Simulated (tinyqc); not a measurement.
Worked calculation: polytypes by hexagonality, and a cubic inclusion as a quantum well. Values are carried at full precision from step to step, so a last printed digit may differ when a step is redone from the rounded ones.

A layer is h if its two neighbours in the periodic sequence sit on the same site, k otherwise; the hexagonality h is the share of h layers.

Constants: hbar^2/2m0 = 3.80998211 eV angstrom^2.

Parameters, chosen for this exercise (of the order of those of GaAs; shifted at random, so the results belong to these values and not to a real crystal):
- E3 = 1.512 eV (gap of the cubic polytype)
- E2 = 1.513 eV (gap of 2H)
- Ev2 = 0.134 eV (valence top of 2H above that of 3C)
- P2 = 0.0019 C/m^2 (spontaneous polarisation of 2H)
- m = (0.067, 0.069) m0 (electron mass along c in the cubic layer and in the host)
- d = 3.256 angstrom (thickness of a double layer)
- eps = 12.9 (dielectric constant)
- N = 12 (double layers in the cubic inclusion)

## Hexagonality

Stacking sequences:
```
polytype,sequence
6H,ABCACB
8H,ABCABACB
2H,AB
21R,ABCACBACABCBACBCABACB
10H,ABCABCBACB
```

Give the h/k string and h of each.

Hexagonality:
```
polytype,h/k string,h
6H,hkkhkk,0.3333
8H,hkkkhkkk,0.2500
2H,hh,1.0000
21R,hkkhkkkhkkhkkkhkkhkkk,0.2857
10H,hkkkkhkkkk,0.2000
```

## Gaps and band edges

Gap: E3 + (E2 - E3) h. Valence top Ev2 h and polarisation P2 h, both counted from 3C; Ec = Ev + gap.

Evaluate for each polytype.

Results:
```
polytype,gap (eV),Ev (eV),Ec (eV),P (C/m^2)
6H,1.5123,0.0447,1.5570,0.00063
8H,1.5123,0.0335,1.5457,0.00047
2H,1.5130,0.1340,1.6470,0.00190
21R,1.5123,0.0383,1.5506,0.00054
10H,1.5122,0.0268,1.5390,0.00038
```

The widest gap is that of 2H, the narrowest that of 10H. Ev and Ec both rise with h, so 3C collects electrons and the more hexagonal side holes: a staggered line-up.

## The bound level without the field

A cubic inclusion of width L = N d in the host (h = 1) is a well of depth V = Ec(host) - Ec(3C). Square well with mass mismatch: k tan(k L/2) = (m_w/m_b) q, k = sqrt(m_w E/c), q = sqrt(m_b (V - E)/c), c = hbar^2/2m0, lowest root. The depth of the level, V - E, is its binding, and the transition to the valence top of the host is gap(host) - (V - E). The step in polarisation gives a field |F| = |P|/(eps eps0) in a thin inclusion, eps0 = 8.8541878e-12 F/m.

Give V, L, the level E, its depth below the host conduction edge and the transition to the valence top of the host, gap(host) - (V - E).

V = 0.1350 eV
L = 39.072 angstrom
E above the bottom = 0.0761 eV
depth below the host edge = 0.0589 eV
transition = 1.4541 eV

The level keeps 44 % of the well depth. The transition lies below the gap of 3C itself (1.512 eV), which only a staggered line-up allows.

## The polarisation field

Give |F|, the drop |F| L, the bound charge |P|/e per cm^2 (e = 1.602176634e-19 C), and, as a first estimate, the shift -|F| L/2 of the transition for an electron centred in the layer and a hole in the host on the high side.

|F| = 0.166 MV/cm
drop = 65.0 meV
bound charge = 1.19e+12 cm^-2
estimated shift = -32.5 meV

The drop is 48 % of the well depth. The host edge on the low side sinks by 32 meV against the centre, less than the 59 meV by which the flat well binds.

## Checks

- Square-well root against finite differences on a grid of 0.5 angstrom (eV): both 0.076.

Run: tinyqc, `OMP_NUM_THREADS=1 python tinyqc.py 1880883 1880884 out.jsonl`; Intel(R) Xeon(R) Processor @ 2.30GHz, one thread, shared host; about 0.04 s of CPU time with all checks.
